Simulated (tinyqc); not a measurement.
Inside a calculation. Model: surface potential of a MOS transistor: implicit equation and explicit approximations.

tinyqc, about 0.01 s, one thread, Intel Xeon 2.30GHz (shared host): `OMP_NUM_THREADS=1 python tinyqc.py 2122073 2122074 out.jsonl` Printed values are rounded.

p-type body, charge-sheet picture, depletion and inversion only, full ionisation (an idealisation for deep acceptors), Boltzmann statistics (rough once Na exp(x - xn) passes about Nc/7). In units of Vt: xg = (Vg - Vfb)/Vt, x = psi/Vt, G = gamma/sqrt(Vt), xn = (2 phiF + Vc)/Vt. The implicit equation is (xg - x)^2 = G^2 [x - 1 + exp(x - xn)] for x above about 3. Cox = eps0 eox/tox.

Inputs (values chosen for the exercise); band and dielectric values close to those of silicon: temperature T = 300 K; band gap Eg = 1.1 eV; relative permittivity eps_r = 11.6; conduction-band density of states at T Nc = 2.85e19 cm^-3; valence-band density of states at T Nv = 2.68e19 cm^-3; relative permittivity of the gate insulator (close to hafnium oxide) eox = 22.2; insulator thickness tox = 69 nm; acceptor density Na = 1.8e17 cm^-3; flat-band voltage Vfb = -0.5 V; channel-body voltage Vc = 0 V; gate-body voltage Vg = 1.92 V.

Constants: q = 1.602176634e-19 C, kB = 1.380649e-23 J/K, Vt = kB T/q, eps0 = 8.8541878128e-14 F/cm where lengths are in cm. Results are converted to the units shown.

Range of the model: The electron quasi-Fermi level lies less than 2 Vt below the band edge at the surface, or above it, where degeneracy and confinement, left out, matter.

## Scales

ni = sqrt(Nc Nv) exp(-Eg/(2 Vt)), Eg in volts; phiF = Vt ln(Na/ni); gamma = sqrt(2 q eps0 eps_r Na)/Cox; VT = Vfb + Vt (xn + G sqrt(xn - 1)).

phiF = 0.4198623 V
gamma = 0.8543920 V^0.5
G = 5.313860
xn = 32.48200
VT = 1.110513 V
xg = 93.60978

## Explicit approximation

Depletion value a = 1 + [sqrt(G^2/4 + xg - 1) - G/2]^2; inversion value b = xn + ln[(xg - xn)^2/G^2 - xn + 1] and first guess y = min(a, b) - ln(1 + exp(-|a - b|)) if a > xn + 1, else b = y = a; one second-order correction with D = exp(y - xn), p = 2 (xg - y) + G^2 (1 + D), w = (xg - y)^2 - G^2 (y - 1 + D): z = y + 2 w/(p + sqrt(p^2 - 2 (2 - G^2 D) w)), or the Newton step z = y + w/p where the root is not real.

a = 54.67773
b = 37.09561
y = 37.09561
p = 2988.911
w = -673.0291
z = 36.83911

The root of the implicit equation is x = 36.8423; y misses it by 0.25 and z by -0.0032, in units of Vt.

## Starting value

x = y rounded to two decimals.

x at the start = 37.1

## Iteration 1: new x

D = exp(x - xn), f = (xg - x)^2 - G^2 (x - 1 + D), f' = -2 (xg - x) - G^2 (1 + D), x(new) = x - f/f'.

D = 101.2916
f = -686.1853
f' = -3001.437
x after iteration 1 = 36.87138

## Iteration 2: new x

As before.

D = 80.59077
f = -69.30880
f' = -2417.364
x after iteration 2 = 36.84271

## Course of the iteration

Stop when the step is below 1e-11, or after 60 iterations.

Course of the iteration:
```
iteration  x before the step      step
1                       37.1    -0.229
2                   36.87138   -0.0287
3                   36.84271  -3.93e-4
4                   36.84232  -7.27e-8
5                   36.84232         0
```

Converged in 5 iterations.

## Potential, charges and gate control

converged x = 36.84232

psi = Vt x; N_dep = Cox Vt G sqrt(x - 1)/q; N_inv = (Cox Vt G/q) [sqrt(x - 1 + exp(x - xn)) - sqrt(x - 1)]; dpsi/dVg = 1/[1 + G^2 (1 + exp(x - xn))/(2 (xg - x))].

psi = 0.9524476 V
N_dep = 1.462327e12 cm^-2
N_inv = 1.1470e12 cm^-2
dpsi/dVg = 0.04826686

psi lies 4.4 Vt above 2 phiF + Vc.
